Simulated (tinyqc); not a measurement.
# Gated graphene, quantum capacitance, step by step

tinyqc, about 0.01 s, one thread, Intel Xeon 2.30GHz (shared host): `OMP_NUM_THREADS=1 python tinyqc.py 2200019 2200020 out.jsonl` Printed values are rounded.

phi is the Fermi level above the Dirac point, in volts; Vg is counted from the gate voltage of charge neutrality. Ideal linear bands, no charge puddles.

Inputs (values chosen for the exercise); values close to those of graphene: temperature T = 300 K; relative permittivity of the gate insulator (close to hafnium oxide) eox = 21.9; insulator thickness tox = 3 nm; Fermi velocity vF = 9.85e5 m/s; density of traps Dit = 0 cm^-2 eV^-1; gate voltage Vg = 1.44 V.

Constants: q = 1.602176634e-19 C, kB = 1.380649e-23 J/K, hbar = 1.054571817e-34 J s, Vt = kB T/q, eps0 = 8.8541878128e-14 F/cm where lengths are in cm. Results are converted to the units shown.

## Gate capacitance

Cox = eps0 eox/tox.

Cox = 6.463557 uF/cm^2

## Starting value

phi = 0.01 V.

phi at the start = 0.01 V

## Iteration 1: new phi

N0 = (2/pi)(kB T/(hbar vF))^2; n = N0 F1(phi/Vt), p = N0 F1(-phi/Vt), F1(e) = int_0^infinity u du/(1 + exp(u - e)) = -Li2(-exp(e)); Cq = q d(n - p)/dphi = (q N0/Vt) ln[2 (1 + cosh(phi/Vt))]. Newton: f = phi + q (n - p + Dit phi)/Cox - Vg, phi(new) = phi - f/(1 + (Cq + q Dit)/Cox).

n = 1.144184e11 cm^-2
p = 5.965374e10 cm^-2
Cq = 0.8929540 uF/cm^2
f = -1.428643 V
phi after iteration 1 = 1.265230 V

## Iteration 2: new phi

As before.

n = 1.213895e14 cm^-2
p = 5.627795e-11 cm^-2
Cq = 30.70124 uF/cm^2
f = 2.834214 V
phi after iteration 2 = 0.7723144 V

## Iteration 3: new phi

As before.

n = 4.533487e13 cm^-2
p = 0.01073874 cm^-2
Cq = 18.74048 uF/cm^2
f = 0.4560682 V
phi after iteration 3 = 0.6553560 V

## Course of the iteration

Stop when the step is below 1e-10 V, or after 40 iterations.

Course of the iteration:
```
iteration  phi before the step (V)   step (V)
1                             0.01       1.26
2                         1.265230     -0.493
3                        0.7723144     -0.117
4                        0.6553560   -7.42e-3
5                        0.6479356   -3.01e-5
6                        0.6479055  -4.96e-10
7                        0.6479055    < 1e-12
```

Converged in 7 iterations.

## Charge and capacitances at the solution

converged phi = 0.6479055 V

N0 = (2/pi)(kB T/(hbar vF))^2; n = N0 F1(phi/Vt), p = N0 F1(-phi/Vt), F1(e) = int_0^infinity u du/(1 + exp(u - e)) = -Li2(-exp(e)); Cq = q d(n - p)/dphi = (q N0/Vt) ln[2 (1 + cosh(phi/Vt))]. 1/C_G = 1/Cox + 1/(Cq + q Dit); dphi/dVg = Cox/(Cox + Cq + q Dit).

n - p = 3.195495e13 cm^-2
Cq = 15.72165 uF/cm^2
C_G = 4.580430 uF/cm^2
dphi/dVg = 0.2913453

Cq is 2.43 times Cox, so C_G is 70.9 % of Cox; 45.0 % of the gate voltage has gone into phi.
